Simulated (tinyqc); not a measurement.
Ways to reach the isolated limit: finite-size error of a charged defect in a periodic cell: Madelung and Makov-Payne terms. Computed by tinyqc, a small Python program. Command: `OMP_NUM_THREADS=1 python tinyqc.py 3007104 3007105 out.jsonl imagecharge walk`. One thread of a shared host (Intel(R) Xeon(R) Processor @ 2.30GHz), about 0.04 s of CPU time with the checks.

L is the cube root of the cell volume. The defect charge is a Gaussian, rho(r) = q (2 pi sigma^2)^(-3/2) exp(-r^2/2 sigma^2), repeated periodically in a uniform neutralising background and screened by a continuum. The model cell energy is E(L) = E_0 + [periodic - isolated electrostatic energy].

Inputs (values chosen for the exercise, with screening close to that of GaSb): charge q = -2 e; cell length L = 12.7 angstrom; dielectric constant eps = 15.6; width sigma of the defect charge = 0.89 angstrom; formation energy of the isolated defect E_0 = 1.464 eV.

Supercell lattice: fcc. Screening: isotropic.

scatter added to the six cells, standing for numerical noise (meV): [-0.83, -0.55, -4.9, -6.1, 0.9, 3]

Constants: e^2/(4 pi eps_0) = 14.39964548 eV angstrom.

Method:
- Cell vectors: (0,1,1), (1,0,1), (1,1,0), scaled to volume L^3.
- Ewald sum for a unit point charge: scale each Cartesian component of the cell by 1/sqrt(eps_i), giving R', G' and V'; E = [ (1/2) sum erfc(eta R')/R' + (2 pi/V') sum exp(-G'^2/4 eta^2)/G'^2 - eta/sqrt(pi) - pi/(2 V' eta^2) ] e^2/(4 pi eps_0) / sqrt(eps_x eps_y eps_z), over n_i = -6..6, omitting n = (0,0,0), eta = 2/V'^(1/3). alpha = -2 E eps_g L/(e^2/(4 pi eps_0)), eps_g = (eps_x eps_y eps_z)^(1/3).
- Periodic energy of the Gaussian: (2 pi q^2/V) sum_(G != 0) exp(-sigma^2 G^2)/(G.eps.G) x e^2/(4 pi eps_0), n_i = -k..k with k = max(9, L/sigma rounded up). Isolated energy: q^2/(2 sqrt(pi) sigma) <1/(n.eps.n)> e^2/(4 pi eps_0), the mean over directions n, here 1/eps.
- Cells of the same shape with L scaled by 0.7, 0.85, 1, 1.25, 1.5 and 2; the scatter is added to E(L).
- The point-charge correction scales as 1/L from its value at the input L.
- Least-squares fits of E(L) to a + b/L, a + c/L^3 or a + b/L + c/L^3; the estimate is a, and errors are against E_0.

Scaling data:
```
L (angstrom)  1/L (1/angstrom)  E(L) (eV)  E(L) + point-charge correction (eV)
8.890                 0.112486    0.88954                              1.48932
10.795                0.092635    0.98412                              1.47806
12.700                0.078740    1.04822                              1.46807
15.875                0.062992    1.12661                              1.46249
19.050                0.052493    1.18766                              1.46756
25.400                0.039370    1.25820                              1.46812
```

point-charge correction -q^2 E = 0.419849 eV

nearest image = 14.2553 angstrom

Estimates of E_0:
```
way                              estimate (eV)  error (meV)
largest cell, uncorrected               1.2582      -205.80
largest cell, point-charge term         1.4681         4.12
1/L fit, three smallest                 1.4193       -44.71
1/L fit, all six                        1.4502       -13.83
1/L^3 fit, all six                      1.2154      -248.62
1/L and 1/L^3, three smallest           1.3918       -72.24
1/L and 1/L^3, all six                  1.4798        15.81
corrected data, 1/L^3 fit               1.4629        -1.11
```

coefficient b of the full fit = -5.6967 eV angstrom

Best here: corrected data, 1/L^3 fit (-1.1 meV); worst: 1/L^3 fit, all six (-249 meV). The fitted b is 106.8 % of the Madelung value -q^2 alpha e^2/(8 pi eps_0 eps_g). The three-term fit to three small cells has no spare point and magnifies the scatter.

Extremes, crossings and ranges named in words are read from the listed rows.
